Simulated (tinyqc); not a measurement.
Comparisons within one model: heterojunction of two tight-binding chains. A value that a table varies takes the place of the one given here.

Left chain: hopping -t1, sites at 2 t1 (band bottom 0). Right chain: hopping -t2, sites at dE + 2 t2 (bottom dE). t = c/(m a^2), c = hbar^2/2m0. The bond across the interface is -tc with tc = f sqrt(t1 t2), and the last left site has the extra energy U. In a chain E = bottom + 2t (1 - cos(ka)); the surface Green function of a half chain is g = -exp(ika)/t, with Im k > 0 where cos(ka) > 1.

Constants: hbar^2/2m0 = 3.80998211 eV angstrom^2.

Values chosen for the exercise (masses and offset of the size met at Si / SiGe; not measured data):
- a = 5.65 angstrom (site spacing)
- m1 = 0.204 m0 (mass on the left)
- m2 = 0.198 m0 (mass on the right)
- dE = 0.17 eV (band offset)
- f = 0.83 (factor on the interface hopping)
- U = -0.74 eV (extra energy on the last left site)
- E = 0.266 eV (electron energy)

## Transmission against energy, and which matching rule a chain obeys

Chain A is the junction as given; chain B has tc = sqrt(t1 t2) and U = 0; chain C has tc = t2 and U = t2 - t1, the finite-difference form of -d/dx (c/m) d/dx. Continuum formulas T = 4 x y/(x + y)^2 with parabolic k: x, y = k/m on each side (BenDaniel-Duke) or x, y = k (slope continuous).

T:
```
E - dE (eV),E (eV),chain A,chain B,chain C,k/m matched,k matched
0.002,0.172,0.0543,0.3368,0.3450,0.3557,0.3472
0.005,0.175,0.0847,0.4764,0.4867,0.5000,0.4895
0.010,0.180,0.1179,0.5973,0.6087,0.6231,0.6117
0.020,0.190,0.1634,0.7197,0.7310,0.7455,0.7342
0.050,0.220,0.2481,0.8574,0.8669,0.8790,0.8698
0.100,0.270,0.3334,0.9276,0.9349,0.9442,0.9373
0.200,0.370,0.4321,0.9674,0.9724,0.9789,0.9744
0.400,0.570,0.5255,0.9856,0.9889,0.9935,0.9908
```

Chain C follows the k/m rule within 0.0145 and chain B the plain k rule within 0.0145, while the two rules differ by up to 0.0114: in B the self-energy of the right side is -t1 exp(i k2 a), so only k2 enters, and in C it is -t2 exp(i k2 a), which carries 1/m2. Chain A, with f = 0.83 and U = -0.74 eV, has an interface term of its own and lies up to 0.6093 from B and 0.6188 from C.

## When the interface binds a state

A state below both bands solves E - 2 t1 - U - S1(E) - S2(E) = 0 for E < 0, with S1 = -t1 z1, S2 = -(tc^2/t2) z2 and |z| < 1 the decaying root of z + 1/z = 2 - (E - bottom)/t. Decay lengths -a/ln|z|. The threshold is the U that solves the equation at E = 0. A dash: no bound state.

Interface state:
```
U (eV),E (eV),decay left (angstrom),decay right (angstrom)
-0.10,-,-,-
-0.21,-,-,-
-0.31,-,-,-
-0.38,-0.0017,103.8,10.7
-0.45,-0.0142,36.3,10.3
-0.55,-0.0459,20.2,9.6
-0.69,-0.1084,13.2,8.5
-1.04,-0.3213,7.8,6.5
```

threshold U = -0.3466 eV

The step and the weakened interface bond push the state out, so an attraction must exceed 0.3466 eV to bind; 5 of the 8 rows are bound. At U = -1.04 eV the state decays over 7.8 angstrom to the left and 6.5 to the right, where the band lies higher.

## What each parameter does

T = 4 Im(S1) Im(S2) |G|^2 with G = 1/(E - 2 t1 - U - S1 - S2), S1 = -t1 exp(i k1 a), S2 = -(tc^2/t2) exp(i k2 a). Each row changes one parameter from the base and keeps the others.

Results:
```
case,T,k1 a,k2 a
base,0.3279,0.6878,0.4018
m1 = 0.2448 m0,0.2513,0.7566,0.4018
m2 = 0.2376 m0,0.3543,0.6878,0.4407
dE = 0.12 eV,0.3912,0.6878,0.4973
f = 0.747,0.3186,0.6878,0.4018
U = -0.54 eV,0.4774,0.6878,0.4018
a = 4.52 angstrom,0.4940,0.5462,0.3206
```

The largest shifts from the base row, up to three for each result and ties (the steps differ in size, so this ranks the rows, not the parameters). T: a +0.1661, U +0.1495, m1 -0.0766. k1 a: a -0.1416, m1 +0.0688; unchanged at the printed digits by m2, dE, f and U. k2 a: dE +0.0955, a -0.0811, m2 +0.0390; unchanged at the printed digits by m1, f and U.

(tinyqc, `OMP_NUM_THREADS=1 python tinyqc.py 1480011 1480012 out.jsonl`, Intel(R) Xeon(R) Processor @ 2.30GHz, 1 thread, shared host, about 0.01 s.)
